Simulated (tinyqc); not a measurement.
Gain factor and gap resistance from two string resistances.

Inverse problem. At small bit-line voltage each of the 64 cells has the resistance 1/(K x) at overdrive x (no mobility reduction) in series with a gap resistance Rg. Find K, Rg and the share of the gaps at the higher overdrive.

resistance of a string of 64 equal cells at overdrives of 3.4 and 7.5 V (kohm): 1657.6664  1052.3608

Answer. The resistance per cell is a straight line in 1/x with slope 1/K and intercept Rg.

K = 17.0 uA/V^2
Rg = 8.60 kohm
share of the gaps = 52.3 %

Program tinyqc, `OMP_NUM_THREADS=1 python tinyqc.py 2142037 2142038 out.jsonl`; Intel Xeon 2.30GHz, shared host, one thread, about 0.5 s.
